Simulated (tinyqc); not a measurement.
Non-radiative capture by multiphonon emission, one effective mode: one step, computed by the program tinyqc.

The initial state (free carrier plus empty centre) lies dE above the final state; both have the same frequency and are displaced by dQ.

Task: Scaled coefficient, cross-section and lifetime. Sommerfeld factor of a repulsive centre: s(k) = 2 pi nu/(exp(2 pi nu) - 1), nu = sqrt(Ry*/E), Ry* = Ry m/eps^2, averaged over (2/sqrt(pi)) sqrt(x) exp(-x) dx with x = E/k_B T = t^2 (trapezoid, t to 6 in steps of 0.01). C = s C_0; v = sqrt(3 k_B T/m); sigma = C/v; tau = 1/(C N_t).

Inputs (values chosen for the exercise, with mass, screening and phonons like those of GaP):

| quantity | value | unit |
|---|---|---|
| carrier mass m | 0.781 | m_0 |
| dielectric constant eps | 10.9 | - |
| temperature T | 120 | K |
| defect density N_t | 6e+16 | cm^-3 |

Centre: repulsive.

C_0 = 8.039107e-11 cm^3/s

Constants: Ry = 13.605693123 eV; k_B = 8.617333262e-05 eV/K; k_B = 1.380649e-23 J/K; m_0 = 9.1093837015e-31 kg.

Give: Sommerfeld factor s; capture coefficient C; thermal velocity v; cross-section sigma; capture time.

Result:

Sommerfeld factor s = 1.694e-04

capture coefficient C = 1.361e-14 cm^3/s

thermal velocity v = 8.358e+06 cm/s

cross-section sigma = 1.629e-21 cm^2

capture time = 0.001224 s

Caution: the largest term is not the one nearest energy conservation, so C_0 depends strongly on the broadening b. Caution: the effective Bohr radius is under 10 angstrom, so the effective-mass Sommerfeld factor is rough.
